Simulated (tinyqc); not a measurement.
Kronig-Penney superlattice by transfer matrices: one step. Miniband edges. Two cases, with inputs chosen for the exercise.

Task: The edges are the energies where tr M/2 = +1 (q = 0) or -1 (q = pi/d); the first three minibands.

Wells (width a, potential 0, mass mw) alternate with barriers (width b, height V0, mass mb); period d = a + b; c = hbar^2/2m0. The vector (psi, psi'/m) is continuous, and a layer of thickness t carries it by M = [[cos kt, (m/k) sin kt], [-(k/m) sin kt, cos kt]] with k = sqrt(m (E - V)/c); for E < V, k = i kappa gives [[cosh, (m/kappa) sinh], [(kappa/m) sinh, cosh]] of kappa t. A Bloch state obeys cos(q d) = tr(Mb Mw)/2.

Constants: hbar^2/2m0 = 3.80998211 eV angstrom^2.

Give: Minibands.

Case 1.

Values chosen (near those of a non-polar GaN superlattice with barriers of AlGaN; the results hold for these values, not for the real material): a = 19 angstrom (well width); b = 10 angstrom (barrier width); V0 = 0.66 eV (barrier height); mw = 0.207 m0 (mass in the wells); mb = 0.253 m0 (mass in the barriers).

Result:

Minibands:

| band | bottom (eV) | top (eV) | width (meV) |
|---|---|---|---|
| 1 | 0.1544 | 0.2303 | 75.9 |
| 2 | 0.5804 | 0.9225 | 342.2 |
| 3 | 1.2072 | 2.0582 | 851.0 |

1 miniband of these lies wholly below V0. The first gap is 350.1 meV wide; the single well of width a has E1 = 0.1883 eV, inside the first miniband.

Case 2.

Values chosen (near those of a non-polar GaN superlattice with barriers of AlGaN; the results hold for these values, not for the real material): a = 58 angstrom (well width); b = 28 angstrom (barrier width); V0 = 0.27 eV (barrier height); mw = 0.208 m0 (mass in the wells); mb = 0.222 m0 (mass in the barriers).

Result:

Minibands:

| band | bottom (eV) | top (eV) | width (meV) |
|---|---|---|---|
| 1 | 0.0309 | 0.0328 | 2.0 |
| 2 | 0.1183 | 0.1296 | 11.3 |
| 3 | 0.2400 | 0.2841 | 44.1 |

2 minibands of these lie wholly below V0. The first gap is 85.4 meV wide; the single well of width a has E1 = 0.0319 eV, inside the first miniband.

Computed by tinyqc, one run a case: `OMP_NUM_THREADS=1 python tinyqc.py N N+1 out.jsonl` with N = 1251231, 1251484; one thread of a shared Intel(R) Xeon(R) Processor @ 2.30GHz, about 0.2 s a run at most.
